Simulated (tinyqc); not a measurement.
Band-to-band tunnelling across a p-n junction in a two-band chain: one step. WKB for the same field.

Sites alternate A at -Eg/2 and C at +Eg/2 with hopping -t; near the edges, with k counted from the zone boundary pi/a, E^2 = (Eg/2)^2 + (t a k)^2, so t = sqrt(c Eg/m)/a gives the mass m, c = hbar^2/2m0. In the gap cosh(q a) = 1 + (Eg^2/4 - e^2)/(2 t^2), e the energy from the local mid-gap. The potential is V0 = Eg + ov on the p side (left), 0 on the n side, and falls linearly over the 2N sites of the junction, V_j = V0 (1 - j/(2N + 1)), j = 1 to 2N, site 1 being A. E = Eg/2 + x ov. A half chain that ends on a site of level e1 with neighbour e2 has g = (1 + z)/(E - e1), z = exp(-/+ i k a) the root with Im g < 0, cos(k a) = (E - e1)(E - e2)/(2 t^2) - 1. S_L = t^2 g (ending on C, shifted by V0), S_R = t^2 g (starting on A). T = 4 Im(S_L) Im(S_R) |G_(1,2N)|^2.

Constants: hbar^2/2m0 = 3.80998211 eV angstrom^2.

Parameters, chosen for this exercise (gap and mass near those of GaAs; shifted at random, so the results belong to these values and not to a real crystal):
- Eg = 1.373 eV (gap)
- m = 0.0793 m0 (mass of electron and light hole)
- a = 6 angstrom (period (two sites))
- ov = 0.37 eV (overlap: top of the valence band on the p side above the conduction edge on the n side)

F = 5.28182 MV/cm

Task: T = exp(-2 I/F), I = integral of q de across the gap. Continuum: q = sqrt(Eg^2/4 - e^2)/(t a), I = pi Eg^2/(8 t a). Lattice: q from the cosh formula, 12 Gauss-Legendre points in u with e = (Eg/2) sin(u), u from -pi/2 to pi/2. F in V/angstrom is the value in MV/cm over 100.

Give: I; T by WKB.

Result:

I (eV/angstrom): continuum 0.091147, lattice 0.090431

T by WKB: continuum 0.0317, lattice 0.0326

The chain gives 0.0468, 1.436 times the lattice WKB value; the exponent is only 3.42, and reflections at the two kinks of the potential count.

Run: tinyqc, `OMP_NUM_THREADS=1 python tinyqc.py 1450727 1450728 out.jsonl`; Intel(R) Xeon(R) Processor @ 2.30GHz, one thread, shared host; about 0.01 s of CPU time with all checks.
